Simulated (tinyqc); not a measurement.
Inside a calculation. Method: tight binding, kagome lattice. One step of it, computed by the program tinyqc.

Problem. Levels at k. Diagonalise the Hermitian matrix.

H(k) at k (eV):
```
                     A                    B                    C
A             0.000000  -2.165516+1.190502i  -2.437846+0.965211i
B  -2.165516-1.190502i             0.000000  -2.775702-0.350653i
C  -2.437846-0.965211i  -2.775702+0.350653i             0.000000
```

Give: eigenvalues; weights |c|^2 of the basis functions.

Solution.

eigenvalues (eV): -5.2629  2.4429  2.8200

weights |c|^2 of the basis functions:
```
   band 1  band 2  band 3
A  0.3190  0.6400  0.0410
B  0.3343  0.3121  0.3535
C  0.3467  0.0479  0.6055
```
